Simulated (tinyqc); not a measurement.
Changing the bath temperature T2: precursor delivery by bubblers, mass-transport growth and the solid composition of a III-V alloy. Computed by tinyqc, a small Python program. Command: `OMP_NUM_THREADS=1 python tinyqc.py 3014840 3014841 out.jsonl movpe_thermo sweep`. One thread of a shared host (Intel(R) Xeon(R) Processor @ 2.30GHz), about 0.02 s of CPU time with the checks.

1 sccm = 44.615 micromol/min; 1 torr = 133.322 Pa. The sources decompose fully at the surface.

Inputs (values chosen for the exercise, modelled on triethylgallium (source 1) and trimethylindium (source 2) for the vapour pressures): bath temperature T1 = 295 K; bubbler pressure p_b = 600 torr; carrier flow F1 = 56 sccm; carrier flow F2 = 300 sccm; total flow F_t = 15 slm; group-V flow F_V = 89 sccm; reactor pressure p = 40 torr; growth temperature T = 1050 K; diffusivity at 273 K and 760 torr = 0.46 cm^2/s; flow cross-section A = 54 cm^2; distance from the leading edge z = 11 cm; lattice constant a = 5.79 angstrom; interaction L0 of the solid = 12.3 kJ/mol; log10 of p_B,eq over pure BC at 1000 K and 1 torr of group V (exaggerated: liquid indium has about -4.1) = -2.7 log10 torr; enthalpy of that equilibrium H = 332 kJ/mol.

Alloy: mixing on the group-III sites, with desorption of B.

constants a, b of source 1 (log10 torr, K): [8.061, 2162]

constants a, b of source 2 (log10 torr, K): [10.51, 3014]

Constants: k_B = 1.380649e-23 J/K; R = 8.314462618 J/(mol K).

Method:
- log10 p_v = a - b/T_bath; molar flow = F x 44.615 x p_v/(p_b - p_v) for a saturated bubbler.
- p_i = p n_i/(44615 F_t), F_t in slm; p_V = p F_V/(1000 F_t), counted per molecule supplied; V/III = 44.615 F_V/(n1 + n2); vapour fraction of source 2 = n2/(n1 + n2).
- Mean velocity u = (F_t/A)(760/p)(T/273); D = D0 (T/273)^1.75 (760/p); boundary layer delta = sqrt(pi D z/u); flux = D dp/(delta k_B T); growth rate = flux x a^3/4.
- A sticks fully. B desorbs: its surface pressure is p_B* = x gamma_B K/sqrt(p_V), ln gamma_B = L0 (1 - x)^2/(R T), K = 10^(log10 K at 1000 K) exp[-(H/R)(1/T - 1/1000)], p_V in torr. With equal diffusivities x = (p_2 - p_B*)/(p_1 + p_2 - p_B*). Growth rate = rate per torr x p_1/(1 - x).

One run for each value; columns: (1) bath temperature T2 (K); (2) vapour pressure 2 (torr); (3) molar flow 2 (micromol/min); (4) vapour fraction of source 2; (5) solid fraction x:
```
(1)     (2)     (3)      (4)      (5)
279  0.5095   11.38  0.33403  0.00609
289  1.2049   26.93  0.54285  0.01476
294  1.8126   40.56  0.64136  0.02272
299  2.6899   60.27  0.72660  0.03488
304  3.9403   88.48  0.79597  0.05384
309  5.7010  128.40  0.84988  0.08452
314  8.1522  184.36  0.89046  0.13840
```

Give the missing row, bath temperature T2 (K) = 284.

Computed row; columns: (1) bath temperature T2 (K); (2) vapour pressure 2 (torr); (3) molar flow 2 (micromol/min); (4) vapour fraction of source 2; (5) solid fraction x:
```
(1)     (2)    (3)      (4)      (5)
284  0.7894  17.63  0.43742  0.00953
```

Interpolating between the two neighbouring rows (linearly) misses most in solid fraction x, by 9.4 %. Over the rows, vapour pressure 2 (torr) rises from 0.509 to 8.15 (exponent d ln y / d ln x 25 between the first rows and 22 between the last); molar flow 2 (micromol/min) rises from 11.4 to 184 (exponent d ln y / d ln x 25 between the first rows and 23 between the last); vapour fraction of source 2 rises from 0.334 to 0.890 (exponent d ln y / d ln x 15 between the first rows and 2.9 between the last).

Caution (all rows): the boundary layer is a quarter or more of the root of the cross-section, so it fills much of the channel and depletion along the flow matters.

Extremes, crossings and ranges named in words are read from the listed rows.
